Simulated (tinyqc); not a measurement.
# Rutherford backscattering from a thin compound film on silicon: kinematics, yields, composition and thickness, step by step

A worked calculation. Computed by tinyqc, a small Python program that keeps every step. Command: `OMP_NUM_THREADS=1 python tinyqc.py 3003533 3003534 out.jsonl rbs walk`. One thread of a shared host (Intel(R) Xeon(R) Processor @ 2.30GHz), about 0.01 s of CPU time with the checks. Intermediate numbers are printed to about 5 digits and carried at full precision; extremes and crossings named in words are read from the listed rows.

Singly charged helium ions (Z1 = 2, M1 = 4.0026 u) enter at the tilt angle a1 to the normal and leave at a2 = |180 - theta - tilt| in the same plane. The film is A B_x.

Inputs (values chosen for the exercise, modelled on a helium beam on TaN): beam energy E0 = 2.3 MeV; scattering angle theta = 150 degrees; tilt of the sample = 7 degrees; heavy element: Z_A = 73; heavy element: mass M_A = 180.9 u; heavy element: stopping eps_A at 2 MeV = 110 1e-15 eV cm^2; light element: Z_B = 7; light element: mass M_B = 14 u; light element: stopping eps_B at 2 MeV = 33.4 1e-15 eV cm^2; atoms of B per atom of A, x = 1.07; atomic density of the film = 88 1/nm^3; film thickness d = 11 nm; collected charge = 27 microcoulomb; detector solid angle = 2 msr; detector resolution (FWHM) = 17 keV.

Constants: e^2/(4 pi eps_0) = 14.39964548 eV angstrom; e = 1.602176634e-19 C.

## Kinematics

Kinematic factor K = [(sqrt(M^2 - M1^2 sin^2 theta) + M1 cos theta)/(M + M1)]^2. Surface edges lie at K E0; substrate silicon has M = 28.09 u. Mass resolution at M_A = resolution/(E0 dK/dM).

kinematic factors: A 0.92073, B 0.33308, Si 0.58529

surface edges (keV): A 2117.7, B 766.1, Si 1346.2

mass resolution at M_A = 17.577 u

K flattens for heavy targets, so masses within 17.6 u of A cannot be told apart.

## Peak widths (surface approximation)

Stopping per atom eps(E) = eps(2 MeV) (E/2 MeV)^(-0.4) (a law chosen for the exercise); Bragg rule eps_film = (eps_A + x eps_B)/(1 + x); areal density N d, with 1/nm^2 = 0.1 x 1e15/cm^2. Width of the signal of element i: [K_i eps(E0)/cos a1 + eps(K_i E0)/cos a2] N d; depth resolution = resolution x d/width of A; energy lost on the way in = eps(E0) N d/cos a1.

areal density N d = 96.8 1e15 atoms/cm^2

film stopping at E0 = 66.577 1e-15 eV cm^2

widths (keV): A 13.215, B 13.031

depth resolution = 14.151 nm

energy lost on the way in = 6.4930 keV

The film is thinner than the depth resolution, so only peak areas measure the thickness. Caution: the ions scattered from B leave near or below the stopping maximum (some 0.6 to 0.8 MeV), where the power law chosen here overstates the stopping and the width of B.

## Yields

Rutherford cross section in the laboratory frame: sigma = (Z1 Z e^2/(4 pi eps_0 4E))^2 (4/sin^4 theta) (r + cos theta)^2/r, r = sqrt(1 - (M1 sin theta/M)^2), times the screening factor 1 - 0.049 Z1 Z^(4/3)/E (E in keV); 1 angstrom^2 = 1e8 barn. Counts = (charge/e) x solid angle x sigma(E_mean) x areal density of the element/cos a1, E_mean = E0 - half the energy lost on the way in; 1 barn = 1e-24 cm^2. The ratio of areas returns x = (Y_B/Y_A)(sigma_A/sigma_B), with the counting error sqrt(1/Y_A + 1/Y_B).

cross sections (barn/sr): A 5.9323, B 0.0476

counts: A 94202, B 809

ratio of areas Y_B/Y_A = 0.0085893

counting error of x without background = 3.5306 %

The cross sections differ by 124.6, near (Z_A/Z_B)^2 = 108.8. The signal of B lies below the silicon edge, on the substrate background, so its real error is larger unless the substrate is channelled.

## Surface approximation against the full path

Surface approximation as above. Full path: dE/ds = -eps(E) integrates to E^1.4 = E(start)^1.4 - 1.4 eps(2 MeV) 2000^0.4 s (keV), applied in (s = N d/cos a1), then K, then out (s = N d/cos a2); width = K E0 - exit energy. The last column is the error in thickness if the full width is read with the surface formula.

Widths (keV):
```
d (nm)  A, surface  A, full  B, full  error (%)
5             6.01     6.01     5.93     0.0568
10           12.01    12.03    11.88     0.1138
20           24.03    24.08    23.84     0.2285
50           60.07    60.41    60.19     0.5772
100         120.13   121.55   122.51     1.1750
150         180.20   183.44   187.36     1.7952
200         240.27   246.13   255.25     2.4393
300         360.40   374.12   403.76     3.8076
```

The error grows roughly in proportion to thickness, from 0.06 % to 3.8 %, because the ion slows and the stopping rises along the path. The signals of A and B would overlap once the width of A exceeds the gap between the edges, 1352 keV. Ions from B leave the thickest film below about 0.6 MeV, where the power law overstates the stopping.

Checks made by the program: kinematic factor against energy and momentum conservation (relative difference below 1e-10).
